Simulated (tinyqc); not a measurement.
Worked calculation: Gupta-type many-body potential for a metal. Computed by tinyqc, a small Python program that keeps every step. Command: `OMP_NUM_THREADS=1 python tinyqc.py 3025977 3025978 out.jsonl gupta walk`. One thread of a shared host (Intel(R) Xeon(R) Processor @ 2.30GHz), about 0.01 s of CPU time with the checks. Intermediate numbers are printed to about 5 digits and carried at full precision; extremes and crossings named in words are read from the listed rows.

E_i = sum_j A exp(-p (r_ij/r0 - 1)) - xi rho_i^gamma, with rho_i = sum_j exp(-2 q (r_ij/r0 - 1)); gamma = 1/2 is the tight-binding second-moment form. The crystal is fcc unless stated; d is the neighbour distance and a fixed number of shells is kept.

Inputs (values chosen for the exercise, modelled on silver):

| quantity | value | unit |
|---|---|---|
| repulsion A | 0.103 | eV |
| hopping xi | 1.13 | eV |
| decay p | 10.9 | - |
| decay q | 3.21 | - |
| reference distance r0 | 2.889 | angstrom |
| shells kept | 3 | - |
| embedding exponent gamma | 0.5 | - |

Surface: (110).

Constants: 1 eV/angstrom^3 = 160.2176634 GPa; 1 eV/angstrom^2 = 16.02176634 J/m^2.

## Equilibrium of the fcc crystal

fcc shells: d sqrt(k), k = 1..5, with 12, 6, 24, 12, 24 atoms; Omega = d^3/sqrt2. Equilibrium: dE/dd = 0; B = d^2 E''(d)/(9 Omega).

neighbour distance d = 2.8992 angstrom

lattice constant = 4.1000 angstrom

cohesive energy E_c = 2.7742 eV

bulk modulus B = 102.90 GPa

## Shell terms at equilibrium

Repulsion and density of one neighbour in each shell, and their sums.

Shells:

| shell | count | r (angstrom) | repulsion (eV) | density |
|---|---|---|---|---|
| 1 | 12 | 2.8992 | 9.9124e-02 | 0.97766 |
| 2 | 6 | 4.1000 | 1.0678e-03 | 0.06780 |
| 3 | 24 | 5.0215 | 3.3006e-05 | 0.00875 |

repulsive energy = 1.1967 eV

density rho = 12.349

The band term is -xi rho^gamma = -3.9709 eV; with the repulsion it gives -E_c.

## Unrelaxed vacancy

Each neighbour j of the vacancy loses one repulsive term and one density term: E_v = sum_shells count x {-repulsion - xi [(rho - density)^gamma - rho^gamma]}. (The removed atom returns to a bulk-like site, so its own energy cancels.)

vacancy energy E_v = 0.82775 eV

ratio E_v/E_c, E_c = xi rho^gamma less the repulsive energy = 0.29837

A pair potential gives E_v = E_c; here the ratio is 0.30, as the remaining bonds of the neighbours strengthen when one is lost.

## Elastic constants

Second derivatives of E/Omega at equilibrium under homogeneous strain: e_xx = h gives C11; e_xx = -e_yy = h gives 2 (C11 - C12); e_xy = e_yx = h/2 gives C44.

C11 = 125.12 GPa

C12 = 91.781 GPa

C44 = 46.959 GPa

Cauchy pressure C12 - C44 = 44.822 GPa

C12/C44 = 1.95; pair forces would give 1. The excess comes from the curvature of the embedding term.

## The (110) surface

Cut the crystal without relaxation; an atom in layer l keeps the neighbours that lie below the surface plane. Excess = E_i + E_c. Surface energy = sum of excesses over the layers, divided by the area per surface atom: (sqrt3/2) d^2 for (111), d^2 for (100), sqrt2 d^2 for (110).

Layers:

| layer | nearest neighbours | repulsion (eV) | rho | excess (eV) |
|---|---|---|---|---|
| 1 | 7 | 0.6986 | 7.237 | 0.43286 |
| 2 | 11 | 1.0952 | 11.183 | 0.09062 |
| 3 | 12 | 1.1966 | 12.314 | 0.00550 |

excess per surface atom = 0.52898 eV

surface energy = 0.71300 J/m^2

## Three surfaces against bond counting

Bond counting with pair bonds charges E_c/12 for each missing nearest neighbour: 3, 4 and 6 per surface cell.

Surfaces:

| face | missing bonds | excess (eV) | bond counting (eV) | ratio | surface energy (J/m^2) |
|---|---|---|---|---|---|
| (111) | 3 | 0.25909 | 0.6936 | 0.37356 | 0.57027 |
| (100) | 4 | 0.33962 | 0.9247 | 0.36726 | 0.64738 |
| (110) | 6 | 0.52898 | 1.3871 | 0.38135 | 0.71300 |

The order of surface energies is (111) < (100) < (110), with (110)/(111) = 1.250 against 1.225 from counting first-neighbour bonds. The excess is 0.37 to 0.38 of the bond-counting value: atoms with fewer neighbours have stronger bonds. Further shells enter the excess but not the count. Caution: relaxation, left out here, lowers surface energies. Caution: fitted second-moment potentials usually give surface energies well below measured ones.

## Energy against coordination

Nearest neighbours only, z equal bonds relaxed to their best length: r/r0 = 1 + ln[A p z^(1 - gamma)/(2 q gamma xi)]/(p - 2 q gamma), E = z A exp(-p (r/r0 - 1)) - xi [z exp(-2 q (r/r0 - 1))]^gamma.

Relaxed bonds:

| z | r (angstrom) | E per atom (eV) | E/z (eV) |
|---|---|---|---|
| 1 | 2.4484 | -1.3007 | -1.3007 |
| 2 | 2.5786 | -1.5917 | -0.7959 |
| 3 | 2.6548 | -1.7913 | -0.5971 |
| 4 | 2.7088 | -1.9478 | -0.4870 |
| 6 | 2.7850 | -2.1920 | -0.3653 |
| 8 | 2.8390 | -2.3836 | -0.2980 |
| 9 | 2.8611 | -2.4668 | -0.2741 |
| 12 | 2.9152 | -2.6825 | -0.2235 |

Bonds lengthen from 2.448 to 2.915 angstrom between z = 1 and 12, and |E| grows as z^0.291, the exponent gamma (p - 2q)/(p - 2 q gamma) = 0.291; pair bonds would give z^1 at a fixed length.

Checks made by the program: sum of the shell terms (relative difference below 1e-10); (C11 + 2 C12)/3 against B (relative difference 2e-10).
